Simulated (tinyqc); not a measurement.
# Series resistance and length offset from two lengths at two overdrives

Question. In strong inversion R W = Rsd + k(x)(L - dL), k(x) = (1 + th1 x)/(mu0 Cox x), x the overdrive, Cox = eps0 eox/tox, with Rsd and dL independent of x. Find dL, Rsd, mu0 and th1.

Inputs (values chosen for the exercise):
```
symbol,value,unit,meaning
eox,22.1,,relative permittivity of the gate insulator (close to hafnium oxide)
tox,22,nm,insulator thickness
```

Constants: eps0 = 8.8541878128e-14 F/cm where lengths are in cm. Results are converted to the units shown.

total resistance times width (ohm um):
```
                  L = 0.052 um  L = 0.31 um
overdrive 0.57 V    1078.40739   4703.08302
overdrive 0.98 V    808.838712   3014.15275
```

Answer. At each overdrive R W is a straight line in L; the two lines cross at L = dL, R W = Rsd. Their slopes give k x = (1 + th1 x)/(mu0 Cox), a straight line in x.

dL = 0.00300 um
Rsd = 390 ohm um
mu0 = 150 cm^2/(V s)
th1 = 0.120 1/V

Computed by the program tinyqc: `OMP_NUM_THREADS=1 python tinyqc.py 2210049 2210050 out.jsonl`, one thread of a shared Intel Xeon 2.30GHz, about 0.01 s for the whole run.
